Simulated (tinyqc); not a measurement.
# Trench capacitor in an array: capacitance, non-linearity, leakage and relaxation: what changes with what

A film between two metal electrodes, each interface adding a series capacitance ci. The small-signal permittivity is ek (1 + aq E^2); the field is found with the linear permittivity. Leakage J = J0 sinh(E/Ef). After a voltage step the film passes a relaxation current kr C V tt^(-nr), tt being the time in seconds. The sidewall is a coaxial capacitor with radii a = dm/2 - t and b = dm/2, depth AR dm; the end face is left out.

Values chosen for this exercise; permittivity of the order of that of silicon nitride:
- ek = 6.59 (relative permittivity of the film)
- t = 6.8 nm (film thickness)
- ci = 180 uF/cm^2 (capacitance of each electrode interface (dead layer and screening))
- aq = 0.0014 cm^2/MV^2 (quadratic field coefficient of the permittivity)
- V = 1.6 V (bias)
- J0 = 5.6e-10 A/cm^2 (leakage prefactor)
- Ef = 0.15 MV/cm (field for an e-fold rise of the leakage)
- AR = 30 (aspect ratio, depth over diameter)
- pt = 140 nm (pitch of the square array)
- rho = 410 uohm cm (resistivity of the inner electrode)

Constants: eps0 = 8.8541878128e-14 F/cm where lengths are in cm. Results are converted to the units shown.

Each table varies one quantity; the others keep the values above.

## Capacitance, non-linearity and leakage against thickness

Planar film: Cf = eps0 ek/t, 1/C = 1/Cf + 2/ci, EOT = 3.9 eps0/C, effective permittivity C t/eps0, E = (V/t) C/Cf; quadratic coefficient [C(V)/C - 1]/V^2 with Cf (1 + aq E^2) in C(V).

Capacitance, non-linearity and leakage against thickness:
```
t (nm)  C (uF/cm^2)  EOT (nm)  effective permittivity  E (MV/cm)  quadratic coefficient (ppm/V^2)  J (A/cm^2)
2.5           2.275     1.518                   6.423      6.238                          2.072e4     3.226e8
3.7           1.550     2.228                   6.477      4.250                             9703       564.6
5.5           1.049     3.293                   6.513      2.875                             4468     0.05912
8.2          0.7060     4.891                   6.538      1.936                             2033    1.128e-4
12           0.4836     7.140                   6.555      1.326                            956.6    1.936e-6
18           0.3230     10.69                   6.566     0.8857                            427.5    1.027e-7
27           0.2156     16.02                   6.574     0.5912                            190.7    1.441e-8
40           0.1456     23.71                   6.579     0.3994                            87.08    3.993e-9
60          0.09714     35.55                   6.583     0.2664                            38.76    1.606e-9
```

C falls from 2.27 to 0.0971 uF/cm^2 while the effective permittivity goes from 6.42 to 6.58 (ek = 6.59). EOT is a straight line in t with slope 3.9/ek = 0.592 and intercept 0.0384 nm. The quadratic coefficient goes as t^(-1.93) between the first two rows and t^(-2.00) between the last two (-2 without interfaces), and J falls by 17.3 decades. For t = 2.5, 3.7 direct tunnelling, left out, would add to the leakage.

## Cell against the diameter of the hole

Per length 1/c = ln(b/a)/(2 pi eps0 ek) + (1/a + 1/b)/(2 pi ci); cell capacitance c AR dm; per footprint over pt^2; fields c V/(2 pi eps0 ek r) at r = a and b; resistance of the inner electrode rho AR dm/(pi a^2); time constant R C/3 of the distributed line. The pitch is scaled as pt dm/(70 nm).

Cell against the diameter of the hole:
```
dm (nm)  cell capacitance (fF)  per footprint (uF/cm^2)  field at a (MV/cm)  field at b (MV/cm)  R (kohm)  R C/3 (ps)
18                      0.1387                    10.70               5.096               1.246     145.6       6.733
24                      0.3123                    13.56               3.641               1.578     34.75       3.618
32                      0.6297                    15.37               3.112               1.789     14.80       3.107
42                       1.169                    16.57               2.852               1.928     8.155       3.178
57                       2.278                    17.53               2.679               2.040     4.739       3.598
76                       4.199                    18.18               2.576               2.115     3.057       4.279
100                      7.453                    18.63               2.510               2.168     2.098       5.212
140                      14.93                    19.04               2.454               2.216     1.372       6.827
```

As dm goes from 18 to 140, the cell capacitance rises from 0.139 to 14.9 fF, the capacitance per footprint rises from 10.7 to 19.0 uF/cm^2, the ratio of the two fields falls from 4.09 to 1.11 and R C/3 goes from 6.73 through a minimum of 3.11 (at dm = 32 among the rows listed) to 6.83 ps; the time constant goes as dm^(-2.16) between the first two rows and dm^(0.80) between the last two.

Program tinyqc, `OMP_NUM_THREADS=1 python tinyqc.py 2102160 2102161 out.jsonl`; Intel Xeon 2.30GHz, shared host, one thread, about 0.01 s.
